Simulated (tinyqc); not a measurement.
## Pillar capacitor in an array: capacitance, non-linearity, leakage and relaxation: capacitance, non-linearity and leakage against thickness

A film between two metal electrodes, each interface adding a series capacitance ci. The small-signal permittivity is ek (1 + aq E^2); the field is found with the linear permittivity. Leakage J = J0 sinh(E/Ef). After a voltage step the film passes a relaxation current kr C V tt^(-nr), tt being the time in seconds. The sidewall is a coaxial capacitor with radii a = dm/2 and b = dm/2 + t, depth AR dm; the end face is left out.

Planar film: Cf = eps0 ek/t, 1/C = 1/Cf + 2/ci, EOT = 3.9 eps0/C, effective permittivity C t/eps0, E = (V/t) C/Cf; quadratic coefficient [C(V)/C - 1]/V^2 with Cf (1 + aq E^2) in C(V).

Parameters, values chosen for the exercise; permittivity of the order of that of zirconium oxide: relative permittivity of the film ek = 34.6; capacitance of each electrode interface (dead layer and screening) ci = 1000 uF/cm^2; quadratic field coefficient of the permittivity aq = 0.01 cm^2/MV^2; bias V = 1.4 V; leakage prefactor J0 = 1.4e-10 A/cm^2; field for an e-fold rise of the leakage Ef = 0.4 MV/cm.

Constants: eps0 = 8.8541878128e-14 F/cm where lengths are in cm. Results are converted to the units shown.

Capacitance, non-linearity and leakage against thickness:

| t (nm) | C (uF/cm^2) | EOT (nm) | effective permittivity | E (MV/cm) | quadratic coefficient (ppm/V^2) | J (A/cm^2) |
|---|---|---|---|---|---|---|
| 3.4 | 8.8509 | 0.39014 | 33.988 | 4.0448 | 81755 | 1.7244e-6 |
| 4.9 | 6.1749 | 0.55922 | 34.173 | 2.8219 | 40086 | 8.1076e-8 |
| 7 | 4.3385 | 0.79592 | 34.300 | 1.9826 | 19875 | 9.9473e-9 |
| 10 | 3.0449 | 1.1341 | 34.389 | 1.3915 | 9817.3 | 2.2670e-9 |
| 14 | 2.1787 | 1.5849 | 34.449 | 0.99564 | 5035.4 | 8.3773e-10 |
| 21 | 1.4546 | 2.3740 | 34.499 | 0.66473 | 2247.8 | 3.5554e-10 |
| 29 | 1.0542 | 3.2757 | 34.527 | 0.48174 | 1181.5 | 2.1243e-10 |
| 42 | 0.72835 | 4.7410 | 34.550 | 0.33285 | 564.42 | 1.3041e-10 |
| 60 | 0.51007 | 6.7699 | 34.565 | 0.23310 | 276.93 | 8.6280e-11 |

C falls from 8.85 to 0.510 uF/cm^2 while the effective permittivity goes from 34.0 to 34.6 (ek = 34.6). EOT is a straight line in t with slope 3.9/ek = 0.113 and intercept 0.00691 nm. The quadratic coefficient goes as t^(-1.95) between the first two rows and t^(-2.00) between the last two (-2 without interfaces), and J falls by 4.30 decades. For t = 3.4 direct tunnelling, left out, would add to the leakage.

Numbers from tinyqc (`OMP_NUM_THREADS=1 python tinyqc.py 2102137 2102138 out.jsonl`; about 0.01 s on one thread of a shared Intel Xeon 2.30GHz).
